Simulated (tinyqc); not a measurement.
Inside a calculation. Method: RHF in the sto-6g basis, for H4, spin multiplicity 1. One step of it, computed by the program tinyqc.

Question. Iteration 2: diagonalisation and new density. Diagonalise F' = X^T F X, C = X C', fill 2 alpha and 2 beta electrons from the bottom; D = 2 C_occ C_occ^T. Each column has its largest component positive (the first on a tie).

extrapolated F (hartree), lower triangle:
```
           1H 1s      2H 1s      3H 1s     4H 1s
1H 1s  -0.484984
2H 1s  -0.382323  -0.415839
3H 1s  -0.017868  -0.054164   0.159820
4H 1s  -0.012833  -0.013831  -0.104602  0.229123
```

X:
```
               1          2          3         4
1H 1s  -0.659982   0.679626   0.437513  0.395333
2H 1s   0.710485  -0.633209   0.406414  0.424312
3H 1s  -0.710485  -0.633209  -0.406414  0.424312
4H 1s   0.659982   0.679626  -0.437513  0.395333
```

Give: F' = X^T F X; orbital energies; coefficients C; D after iteration 2.

Answer.

F' = X^T F X (hartree), lower triangle:
```
       1       2       3       4
1  0.252
2  0.329   0.170
3  0.004  -0.062  -0.230
4  0.015   0.003  -0.319  -0.284
```

orbital energies (hartree): MO1 -0.581, MO2 -0.123, MO3 0.066, MO4 0.546

coefficients C:
```
         MO1     MO2     MO3     MO4
1H 1s  0.665  -0.889   0.101  -0.053
2H 1s  0.507   0.976  -0.180   0.099
3H 1s  0.020   0.110   0.647  -0.905
4H 1s  0.012   0.019   0.521   0.987
```

D after iteration 2, lower triangle:
```
        1H 1s  2H 1s  3H 1s  4H 1s
1H 1s   2.464
2H 1s  -1.061  2.417
3H 1s  -0.169  0.236  0.025
4H 1s  -0.018  0.049  0.005  0.001
```
